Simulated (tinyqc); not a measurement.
# Octagonal on-chip spiral inductor, lumped pi model: effects of single changes

Outer diameter do = di + 2 n wd + 2 (n - 1) sp, mean da = (do + di)/2, fill p = (do - di)/(do + di), length l = 3.314 n da. L = 2.25 mu0 n^2 da/(1 + 3.55 p), mu0 = 4 pi 1e-7 H/m. Rs = rho l/(wd delta (1 - exp(-th/delta))), delta = sqrt(rho/(pi f mu0)). Cs = n wd^2 eps0 eo/hu across the coil. At each end Cox = l wd eps0 eo/(2 ho) leads to the substrate branch Rsi = 2 rs he/(l wd) in parallel with Csi = l wd eps0 11.7/(2 he). With one end grounded Y = 1/(Rs + i w L) + i w Cs + 1/[1/(i w Cox) + 1/(1/Rsi + i w Csi)], w = 2 pi f; Q = -Im Y/Re Y. Eddy currents in neighbouring turns and in the substrate are left out.

Parameters, values chosen for the exercise; values of the order met in silicon radio-frequency processes: number of turns n = 1.5; line width wd = 6 um; space between turns sp = 2 um; inner diameter di = 140 um; metal thickness th = 4 um; metal resistivity rho = 3 uohm cm; oxide below the coil ho = 3.6 um; oxide between coil and underpass hu = 0.8 um; relative permittivity of the oxide eo = 4.1; substrate resistivity rs = 20 ohm cm; effective spreading depth in the substrate he = 50 um; frequency f = 4.3 GHz.

Constants: eps0 = 8.8541878128e-12 F/m. Results are converted to the units shown.

Each table varies one quantity; the others keep the values above.

## Quality factor against frequency

Apparent inductance Im(1/Y)/w; share of the loss Re(substrate branch)/Re Y.

Quality factor against frequency:
```
f (GHz),Rs (ohm),w L/Rs,Q,apparent inductance (nH),loss in the substrate (%)
1.2,1.8613,3.1258,3.1189,0.77194,0.14069
2,2.1946,4.4184,4.3904,0.77233,0.48298
3.2,2.6144,5.9344,5.8443,0.77320,1.2332
5.3,3.2279,7.9606,7.6781,0.77571,2.9264
8.6,4.0233,10.364,9.5769,0.78238,6.1578
14,5.0827,13.354,11.269,0.80096,12.212
23,6.4923,17.176,11.901,0.85688,22.773
38,8.3382,22.096,9.7977,1.0606,38.545
61,10.563,27.998,3.5007,2.5105,56.058
```

Read the table: what changes, and by how much?

Q goes from 3.12 through a maximum of 11.9 (at f = 23 GHz among the rows listed) to 3.50; the exact peak is 11.9 at 21.3 GHz and Q reaches zero at the self-resonance, 72.1 GHz. The share of the substrate rises from 0.141 to 56.1 %, and the apparent inductance ends at 3.25 times L. At the peak the substrate takes 20.8 % of the loss. For f = 38, 61 the coil is longer than 0.15 of a wavelength in the oxide, where one lumped section is rough.

## Effect of the metal thickness

Same model as above.

Peak Q and its frequency from a search over f; self-resonance where Im Y = 0; Q at the given f (negative beyond resonance).

The same in every row: L (nH) = 0.7716; do (um) = 160.0.

Results:
```
th (um),peak Q,f of the peak (GHz),self-resonance (GHz),Q at f
0.5,7.984,29.72,72.11,2.299
0.9,9.996,26.34,72.13,3.597
2,11.63,22.58,72.14,5.657
3,11.88,21.57,72.14,6.495
4,11.93,21.28,72.14,6.889
6,11.94,21.19,72.14,7.161
9,11.94,21.18,72.14,7.231
```

Estimate the missing row, th = 1.5 um.

Computed row:
```
th (um),peak Q,f of the peak (GHz),self-resonance (GHz),Q at f
1.5,11.23,23.73,72.14,4.929
```

With this row back in the table: As th goes from 0.5 to 9, L stays at 0.772 nH, the peak Q rises from 7.98 to 11.9, its frequency falls from 29.7 to 21.2 GHz and the self-resonance stays near 72.1 GHz. Once th exceeds a few skin depths Rs no longer falls.

Computed by the program tinyqc: `OMP_NUM_THREADS=1 python tinyqc.py 2302220 2302221 out.jsonl`, one thread of a shared Intel Xeon 2.30GHz, about 0.01 s for the whole run.
